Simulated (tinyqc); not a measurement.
# Worked calculation: resistance of a source-drain extension with a graded tip

Computed by the program tinyqc: `OMP_NUM_THREADS=1 python tinyqc.py 2282176 2282177 out.jsonl`, one thread of a shared Intel Xeon 2.30GHz, about 0.03 s for the whole run. Printed values are rounded.

y runs along the channel, the gate covers y > 0. The doping is N0 for y < y0 and N0 10^(-(y - y0)/la) beyond, uniform over the depth xj. Sheet conductance s(y) = q mu(N) max(N - Nch, 0) xj + (for y > 0) ma Cox Vo, with mu(N) = u0 + (u1 - u0)/(1 + (N/Nr)^au) and Cox = eps0 eox/tox. Current is taken as one-dimensional; depletion of the tip, spreading and the contact are left out. The metallurgical junction lies at yj, where N = Nch.

Parameters, values chosen for the exercise; mobility law close to that of electrons in silicon:

| symbol | value | unit | meaning |
|---|---|---|---|
| eox | 3.9 |  | relative permittivity of the gate insulator (close to silicon dioxide) |
| tox | 1.8 | nm | insulator thickness |
| N0 | 8.3e19 | cm^-3 | active doping of the extension far from the gate |
| la | 5.4 | nm/decade | lateral abruptness |
| y0 | 3.2 | nm | position under the gate where the fall begins (gate edge at 0) |
| xj | 16 | nm | depth of the extension |
| Nch | 2.2e18 | cm^-3 | channel doping |
| Vo | 0.87 | V | gate overdrive |
| ma | 180 | cm^2/(V s) | mobility of the gate-induced layer |
| u1 | 1414 | cm^2/(V s) | mobility at low doping |
| u0 | 68.5 | cm^2/(V s) | mobility at high doping |
| Nr | 9.2e16 | cm^-3 | reference doping |
| au | 0.711 |  | exponent |
| Lg | 60 | nm | gate length |

Constants: q = 1.602176634e-19 C, eps0 = 8.8541878128e-14 F/cm where lengths are in cm. Results are converted to the units shown.

## Sheet resistances and junction position

yj = y0 + la log10(N0/Nch); sheet resistance of the full extension 1/[q mu(N0)(N0 - Nch) xj] and of the gate-induced layer 1/(ma Cox Vo); metallurgical length Lg - 2 yj; ye is where the doped and the gate-induced conductances are equal.

yj = 11.7139 nm
sheet resistance of the extension = 610.553 ohm/square
sheet resistance of the induced layer = 3328.64 ohm/square
metallurgical length = 36.5721 nm
ye = 7.51729 nm
N at ye = 1.31698e19 cm^-3

The gate takes over 4.20 nm before the junction, where N is still 5.99 times the channel doping.

## Resistance of the overlapped part

Midpoint rule on 10 equal steps from 0 to yj: R_ov = sum h/s(y), per width.

```
point	y (nm)	N (cm^-3)	doped conductance (uS)	sheet resistance (ohm/square)
0	0.585697	8.3e19	1637.86	515.921
1	1.75709	8.3e19	1637.86	515.921
2	2.92848	8.3e19	1637.86	515.921
3	4.09988	5.65502e19	1147.44	690.673
4	5.27127	3.43170e19	725.985	974.272
5	6.44267	2.08250e19	460.235	1314.65
6	7.61406	1.26375e19	288.807	1697.13
7	8.78545	7.66893e18	173.928	2108.14
8	9.95685	4.65382e18	92.0783	2547.77
9	11.1282	2.82413e18	28.3050	3042.03
```

R_ov = 16.309 ohm um

The exact integral is 16.336 ohm um; the coarse sum is 0.17 % below it.
